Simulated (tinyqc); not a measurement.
# Space-charge-limited current with shallow traps: from ohmic to space-charge-limited current

One carrier type, drift only, an injecting contact at x = 0 (zero field) and thickness L. The share th = y/(1 + y), y = (Nc/Nt) exp(-Et/kB T), of the injected charge is free: J = q mu n F, eps0 eps_r dF/dx = q (n - n0)/th.

Ohmic J = q n0 mu V/L; Mott-Gurney J = (9/8) th eps0 eps_r mu V^2/L^3; they cross at Vx = 8 q n0 L^2/(9 th eps0 eps_r); traps fill at V_TFL = q Nt L^2/(2 eps0 eps_r). Exact: with u = n0/n(L), w = -u - ln(1 - u) and v = -u - u^2/2 - ln(1 - u), V = (q n0 L^2/(th eps0 eps_r)) v/w^2 and J = q^2 n0^2 mu L/(th eps0 eps_r w).

Inputs (values chosen for the exercise):

| symbol | value | unit | meaning |
|---|---|---|---|
| T | 350 | K | temperature |
| eps_r | 10.6 |  | relative permittivity |
| mu | 0.00011 | cm^2/(V s) | mobility |
| L | 4900 | nm | thickness |
| Nc | 1.5e20 | cm^-3 | band density of states |
| Nt | 2.8e15 | cm^-3 | trap density |
| Et | 0.52 | eV | trap depth |
| n0 | 1.9e10 | cm^-3 | free carrier density in equilibrium |

Constants: q = 1.602176634e-19 C, kB = 1.380649e-23 J/K, Vt = kB T/q, eps0 = 8.8541878128e-14 F/cm where lengths are in cm. Results are converted to the units shown.

Result of one run:

| V (V) | J (A/cm^2) | ohmic (A/cm^2) | Mott-Gurney (A/cm^2) | d ln J/d ln V |
|---|---|---|---|---|
| 0.86 | 1.727e-9 | 5.877e-10 | 1.270e-9 | 1.727 |

What becomes of these results when the voltage V is changed from 0.86 to 0.17 V, all else the same?

Result of the changed run:

| V (V) | J (A/cm^2) | ohmic (A/cm^2) | Mott-Gurney (A/cm^2) | d ln J/d ln V |
|---|---|---|---|---|
| 0.17 | 1.489e-10 | 1.162e-10 | 4.964e-11 | 1.279 |

The whole series:

| V (V) | J (A/cm^2) | ohmic (A/cm^2) | Mott-Gurney (A/cm^2) | d ln J/d ln V |
|---|---|---|---|---|
| 0.035 | 2.493e-11 | 2.392e-11 | 2.104e-12 | 1.044 |
| 0.078 | 5.896e-11 | 5.330e-11 | 1.045e-11 | 1.116 |
| 0.17 | 1.489e-10 | 1.162e-10 | 4.964e-11 | 1.279 |
| 0.39 | 4.760e-10 | 2.665e-10 | 2.612e-10 | 1.523 |
| 0.86 | 1.727e-9 | 5.877e-10 | 1.270e-9 | 1.727 |
| 1.9 | 7.191e-9 | 1.298e-9 | 6.200e-9 | 1.860 |
| 4.3 | 3.398e-8 | 2.939e-9 | 3.176e-8 | 1.934 |
| 9.6 | 1.632e-7 | 6.560e-9 | 1.583e-7 | 1.970 |
| 21 | 7.682e-7 | 1.435e-8 | 7.575e-7 | 1.986 |

The local exponent rises from 1.04 to 1.99, passing from ohmic towards the square law around Vx = 0.398 V. In the last row J is 1.4 % above the Mott-Gurney value. For V = 0.035, 0.078, 0.17, 0.39, 0.86, 1.9 the voltage is under 100 kB T/q, where diffusion would add more than a third of the Mott-Gurney current.

Range of the model: Diffusion and a field-dependent mobility are left out. With injecting contacts the diffusion current, about 4 pi^2 Vt th eps0 eps_r mu V/L^3, equals the Mott-Gurney current at V = 35 kB T/q (0.9 V at 300 K), so the drift-only result needs V well above that.

tinyqc, about 0.01 s, one thread, Intel Xeon 2.30GHz (shared host): `OMP_NUM_THREADS=1 python tinyqc.py 2370042 2370043 out.jsonl`
